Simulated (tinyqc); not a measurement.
Length of a molecular wire: coherent transport through a tight-binding bridge. Computed by the program tinyqc. T = Gamma_L Gamma_R |G_1n|^2 with the self-energies of semi-infinite chains.

A uniform bridge between two chains:

| parameter | value |
|---|---|
| site energy (eV) | 5.630000 |
| hopping in the bridge (eV) | 1.460000 |
| lead hopping (eV) | 1.930000 |
| couplings (eV) | 1.15, 0.74 |
| E (eV) | 0.170000 |

Transmission against length:

| sites | T | ln T |
|---|---|---|
| 2 | 2.0773e-03 | -6.1767 |
| 3 | 1.7445e-04 | -8.6539 |
| 5 | 1.2315e-06 | -13.6072 |
| 6 | 1.0348e-07 | -16.0839 |
| 7 | 8.6945e-09 | -18.5606 |
| 8 | 7.3053e-10 | -21.0372 |
| 9 | 6.1381e-11 | -23.5139 |
| 10 | 5.1574e-12 | -25.9906 |

Estimate the missing row, sites = 4.

Computed row:
```
sites           T      ln T
4      1.4657e-05  -11.1306
```

E lies outside the band of the bridge (|E - e|/2h = 1.870 > 1), so T decays as exp(-beta n) with beta = 2 arccosh(1.870) = 2.4767 a site; the last two rows give 2.4767.
